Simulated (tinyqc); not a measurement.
Interface roughness in a thin film (subband fluctuation and scattering), step by step. Values are carried at full precision from step to step, so a last printed digit may differ when a step is redone from the rounded ones.

Square well of width t, barriers V0, c = hbar^2/2m0: E1 solves k t + 2 atan[(k/mz)/(kappa/mb)] = pi, k = sqrt(mz E/c), kappa = sqrt(mb (V0 - E)/c). One interface is rough, so the subband edge fluctuates by G dt with G = |dE1/dt| (central difference of 0.01 angstrom; 2 E1/t for hard walls).

Constants: hbar^2/2m0 = 3.80998211 eV angstrom^2; e^2/(4 pi eps0) = 14.39964547 eV angstrom; hbar = 6.58211957e-16 eV s.

Inputs chosen for the exercise (near those of a thin Ge channel on (111), one valley; not measured data):
```
symbol  value  unit         meaning
t       22     angstrom     film thickness
mz      1.63   m0           confinement mass
V0      2.19   eV           barrier
mb      0.3    m0           barrier mass
D       3.7    angstrom     rms height of the roughness
md      0.081  m0           mass in the plane
gv      1                   valleys
Lc      54     angstrom     correlation length
Ns      0.71   x 1e12/cm^2  sheet density
eps     11.9                mean dielectric constant at the channel
Lg      300    angstrom     gate length
Wg      1000   angstrom     gate width
```

## Sensitivity of the level to thickness

Give E1, G, the hard-wall values and the rms fluctuation G D.

E1 = 44.01 meV
G = |dE1/dt| = 3.8422 meV/angstrom

hard walls: E1 (meV) and G (meV/angstrom): 47.664  4.333

G D = 14.22 meV

Hard walls overstate G by a factor 1.13, and the scattering rate, which goes as G^2, by 1.27.

## The angular integrand

Gaussian roughness spectrum S(q) = pi D^2 Lc^2 exp(-q^2 Lc^2/4). Degenerate gas, taken to fill one subband (the second starts to fill once c kF^2/md exceeds E2 - E1, which is not tested here): kF = sqrt(2 pi Ns/gv), q = 2 kF sin(theta/2), 1/tau = (md/(2 pi c hbar)) G^2 times the integral from 0 to pi of S(q)(1 - cos theta)/eps(q)^2 dtheta, eps(q) = 1 + qs/q with screening (qs = gv md q0/(c eps), q0 = e^2/(4 pi eps0), form factors left out, which overstates the screening; other scattering is left out too, so these values lie far above measured mobilities in all but the thinnest films) or 1 without; mobility = tau c2/md with c2 = e/m0 = 1.75882e15 cm^2/(V s^2); 1e12/cm^2 = 1e-4/angstrom^2.

kF, qs, and exp(-q^2 Lc^2/4)(1 - cos theta) without and with the factor 1/eps^2 at theta = 30, 60, ..., 180 degrees.

kF = 0.02112 1/angstrom
qs = 0.0257 1/angstrom

Integrand:
```
theta  q (1/angstrom)   bare  eps(q)  screened
30             0.0109  0.123    3.35    0.0109
60             0.0211  0.361    2.22    0.0734
90             0.0299  0.522    1.86     0.151
120            0.0366  0.565    1.70     0.195
150            0.0408  0.554    1.63     0.209
180            0.0422  0.545    1.61     0.210
```

kF Lc = 1.14: the spectrum cuts off large angles, and the bare integrand is largest at 120 degrees among these rows.

## Scattering time and mobility

Integrate over theta.

Results:
```
case      integral  tau (fs)  mobility (cm^2/(V s))
bare         1.256     83.69                   1817
screened    0.3893     269.9                   5860
```

Screening raises the mobility by a factor 3.2. With it kF l = 17.2, so by this rate the carriers are far from localisation. G D = 14.2 meV is more than half of EF - E1 = 21.0 meV, though, which makes the Born rate doubtful.

## Threshold variation

Averaged over an area A = Lg Wg much larger than Lc^2, the thickness varies by D sqrt(pi Lc^2/A), so sigma(Vt) = G D Lc sqrt(pi/A)/e; the Pelgrom coefficient is sigma sqrt(A) (1 micrometre = 1e4 angstrom).

rms of the mean thickness = 0.647 angstrom
sigma(Vt) = 2.484 mV
coefficient = 0.136 mV micrometre

The electrostatic effect of the thickness is left out.

## Checks

- G from the envelope at the wall, psi(t/2)^2 (E1 + c mz (kappa/mb)^2), against the difference quotient, meV/angstrom: both 3.842.
- Bare integral for Lc -> 0 against pi: both 3.1416.

Run: tinyqc, `OMP_NUM_THREADS=1 python tinyqc.py 1281416 1281417 out.jsonl`; Intel(R) Xeon(R) Processor @ 2.30GHz, one thread, shared host; about 0.01 s of CPU time with all checks.
